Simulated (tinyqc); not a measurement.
Inside a calculation. Model: time-dependent dielectric breakdown: cell percolation, Weibull statistics, area scaling and voltage extrapolation. Computed by tinyqc, a small Python program that keeps every step. Command: `OMP_NUM_THREADS=1 python tinyqc.py 3009137 3009138 out.jsonl tddb walk`. One thread of a shared host (Intel(R) Xeon(R) Processor @ 2.30GHz), about 0.01 s of CPU time with the checks. Intermediate numbers are printed to about 5 digits and carried at full precision; extremes and crossings named in words are read from the listed rows.

The oxide is divided into columns of area a^2, each holding m = t_ox/a cells (m is taken as continuous). A share lambda(t) = (t/t_1)^alpha of the cells is defective, and a column whose cells are all defective breaks down.

Inputs (values chosen for the exercise, for a model gate oxide):
```
quantity,value,unit
oxide thickness t_ox,2,nm
defect cell size a,1.2,nm
exponent alpha of defect growth,0.69,-
time t_1 at which the occupied share would reach 1,2.2e+08,s
test area A,60,um^2
product area A_u,200000,um^2
stress voltage V,2.89,V
use voltage V_u,1.2,V
local exponent n = -d ln t/d ln V at the stress voltage,26,-
activation energy E_a,0.62,eV
stress temperature T,125,C
use temperature T_u,55,C
allowed failure fraction F,1e-06,-
```

Voltage law used: 1/E.

Constants: k_B = 8.617333262e-05 eV/K.

## Weibull parameters from the cell model

Failure fraction F = 1 - (1 - lambda^m)^N with N = A/a^2 columns, which for small lambda^m is 1 - exp(-(t/t63)^beta) with beta = alpha m and t63 = t_1 N^(-1/beta); critical share lambda(t63) = N^(-1/m). 1 um^2 = 1e6 nm^2.

cells per column m = 1.6667

columns N = 4.1667e+07

Weibull slope beta = 1.15

characteristic life t63 = 52.062 s

critical share of defective cells = 2.6800e-05

Times between F = 10 % and 90 % span a factor 14.6: the smaller beta = alpha m, the wider the scatter. Caution: t_1 is an input here; in a real oxide it changes with thickness at fixed voltage.

## A sample of breakdown times

uniform random numbers u: [0.4736, 0.5332, 0.8640, 0.9883, 0.3325, 0.5272, 0.6924, 0.6175, 0.8567]

Each device fails at t = t63 (-ln(1 - u))^(1/beta). Sort the times; median rank F_i = (i - 0.3)/(n_s + 0.4) for n_s devices; W = ln(-ln(1 - F_i)).

Weibull plot:
```
i,t (s),F_i,ln t,W
1,23.68,0.07447,3.1648,-2.5589
2,35.40,0.18085,3.5667,-1.6120
3,40.50,0.28723,3.7012,-1.0829
4,41.10,0.39362,3.7159,-0.6927
5,50.29,0.50000,3.9179,-0.3665
6,60.07,0.60638,4.0956,-0.0700
7,92.75,0.71277,4.5299,0.2211
8,94.92,0.81915,4.5530,0.5365
9,190.61,0.92553,5.2503,0.9545
```

## Fitting the sample

W = ln(-ln(1 - F_i)) with the median ranks F_i. Least squares in W: W = beta ln t - beta ln t63. Maximum likelihood: solve sum t^b ln t/sum t^b - 1/b = mean of ln t for b, then t63 = (mean of t^b)^(1/b).

slope by least squares = 1.6419

t63 by least squares = 79.132 s

slope by maximum likelihood = 1.5972

t63 by maximum likelihood = 78.819 s

The true values are beta = 1.150 and t63 = 52.1 s. With 9 devices the standard error of the maximum-likelihood slope is about 0.78 beta/sqrt(n_s) = 0.30; the fits miss by +0.49 and +0.45, and t63 by +52 and +51 %.

## Projection to use conditions

All three voltage laws share the slope n at the stress voltage. Factor t(V_u)/t(V): E law exp(n (1 - V_u/V)); 1/E law exp(n (V/V_u - 1)); power law (V/V_u)^n. Temperatures in kelvin are T(C) + 273.15. Temperature factor exp[(E_a/k_B)(1/T_u - 1/T)]; area factor (A/A_u)^(1/beta); percentile factor (-ln(1 - F))^(1/beta); life = t63 x all four; 1 year = 3.15576e7 s.

voltage factor = 7.9876e+15

temperature factor = 47.217

area factor = 8.6423e-04

percentile factor = 6.0619e-06

projected life = 3259.6 years

Area and percentile together cost 8.3 decades, voltage and temperature return 17.6; a ten-year target is met. Caution: a voltage factor of more than nine decades rests wholly on the chosen law and cannot be tested.

## Three voltage laws

Life = t63 x voltage, temperature, area and percentile factors, the last three as above.

Log10 of the life in years:
```
V_u/V,V_u (V),E law,1/E law,power law
1.00,2.8900,-12.389,-12.389,-12.389
0.95,2.7455,-11.825,-11.795,-11.810
0.90,2.6010,-11.260,-11.135,-11.200
0.80,2.3120,-10.131,-9.566,-9.870
0.70,2.0230,-9.002,-7.550,-8.362
0.60,1.7340,-7.873,-4.861,-6.621
0.50,1.4450,-6.743,-1.098,-4.562
0.40,1.1560,-5.614,4.548,-2.043
```

At V_u/V = 0.9 the laws differ by 0.13 decades at most, and at 0.5 by 5.6. The E law is the most cautious and the 1/E law the most hopeful. Caution: the rows at low voltage extrapolate over many decades and cannot be tested.

Checks made by the program: Weibull form against the exact column count at t63 (relative difference 7e-09).
